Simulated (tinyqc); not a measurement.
Single-junction solar cell, detailed-balance limit: one step of the calculation.

Every photon above the gap Eg makes one pair and none below is absorbed; carriers thermalise at T and move without loss. Jsc = q fs X Phi(Eg, Ts); the dark current is J0 = q ge Phi(Eg, T)/ERE with the Boltzmann factor exp(V/Vt). The efficiency is the electrical power over fs X sigma Ts^4.

Task. Voltages, fill factor and efficiency. Voc = Vt ln(1 + Jsc/J0), Vmp = v Vt, Jmp = Jsc - J0 (exp(v) - 1), FF = Vmp Jmp/(Voc Jsc), efficiency Vmp Jmp/Pin.

Inputs (values chosen for the exercise): cell temperature T = 280 K; external radiative efficiency ERE = 0.3; band gap Eg = 2.27 eV.

Constants: q = 1.602176634e-19 C, kB = 1.380649e-23 J/K, Vt = kB T/q. Results are converted to the units shown.

v = 83.483334
Jsc = 14165.299 mA/cm^2
J0 = 9.2918765e-35 mA/cm^2
Pin = 1.3651351e5 mW/cm^2

Find: Voc; Eg/q - Voc; Vmp; Jmp; FF; efficiency.

Result.

Voc = 2.121 V
Eg/q - Voc = 0.1486 V
Vmp = 2.014 V
Jmp = 1.400e4 mA/cm^2
FF = 0.9383
efficiency = 20.65 %

Of the voltage deficit, Vt ln(1/ERE) = 29.1 mV is due to non-radiative recombination.

tinyqc, about 0.01 s, one thread, Intel Xeon 2.30GHz (shared host): `OMP_NUM_THREADS=1 python tinyqc.py 2820033 2820034 out.jsonl`
